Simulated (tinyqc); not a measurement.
Formation energy of a charged point defect from supercell energies: one step, computed by the program tinyqc.

The host is a compound AB. Making the defect adds n_A = -1, n_B = 0 atoms to the cell. All total energies are inputs. E_F is counted from the valence-band maximum (VBM); x = 0 is A-rich and x = 1 B-rich growth.

Task: Image-charge corrections. Image-charge correction of a point charge in a neutralising background: E_corr = q^2 alpha e^2/(4 pi eps_0) / (2 eps L), alpha = 2.888462 for a bcc array with L the cube root of the volume.

Inputs (values chosen for the exercise, for a model compound AB): dielectric constant eps = 7.13; cell length L = 11.6 angstrom.

Defect: vacancy of A. Supercell lattice: bcc.

charge states q: [1, 0, -1]

Constants: e^2/(4 pi eps_0) = 14.39964548 eV angstrom.

Give: E_corr.

Result:

E_corr (eV): (q=+1) 0.2514, (q=0) 0.0000, (q=-1) 0.2514
